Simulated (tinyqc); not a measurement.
Cyclotron resonance of ellipsoidal valleys, Ge type: one step. Cyclotron masses and resonance fields. Two cases, with inputs chosen for the exercise.

Task: For each axis, mc and B = h nu mc/(2 muB).

Valleys along [111], [-111], [1-11], [11-1], mass ml along the axis and mt across it. B lies in the (1-10) plane, b = (sin(theta)/sqrt2, sin(theta)/sqrt2, cos(theta)). For the angle phi between B and the axis, 1/mc^2 = cos^2(phi)/mt^2 + sin^2(phi)/(mt ml). Resonance: h nu = 2 muB B/mc, h = 2 pi hbar.

Constants: hbar = 6.58211957e-16 eV s; muB = 5.788381798e-05 eV/T.

Case 1.

Values chosen (out of a larger set: near those of Ge; not measured data): ml = 1.514 m0 (longitudinal mass); mt = 0.084 m0 (transverse mass); nu = 9.4 GHz (microwave frequency).

cos^2(phi): [111] 0.999083, [-111] 0.120727, [1-11] 0.120727, [11-1] 0.092796

Case 2.

Values chosen (out of a larger set: near those of Ge; not measured data): ml = 1.534 m0 (longitudinal mass); mt = 0.084 m0 (transverse mass); nu = 24 GHz (microwave frequency).

cos^2(phi): [111] 0.997722, [-111] 0.126346, [1-11] 0.126346, [11-1] 0.082919

Give: Resonances.

Result:

Case 1.

Resonances:
```
axis    mc (m0)   B (T)
[111]    0.0840  0.0282
[-111]   0.2040  0.0685
[1-11]   0.2040  0.0685
[11-1]   0.2220  0.0746
```

3 distinct masses appear; the limits are mt = 0.084 (B along the axis) and sqrt(ml mt) = 0.3566 (B across it).

Case 2.

Resonances:
```
axis    mc (m0)   B (T)
[111]    0.0841  0.0721
[-111]   0.2013  0.1726
[1-11]   0.2013  0.1726
[11-1]   0.2302  0.1974
```

3 distinct masses appear; the limits are mt = 0.084 (B along the axis) and sqrt(ml mt) = 0.3590 (B across it).

Computed by tinyqc, one run a case: `OMP_NUM_THREADS=1 python tinyqc.py N N+1 out.jsonl` with N = 1251354, 1251470; one thread of a shared Intel(R) Xeon(R) Processor @ 2.30GHz, about 0.01 s a run at most.
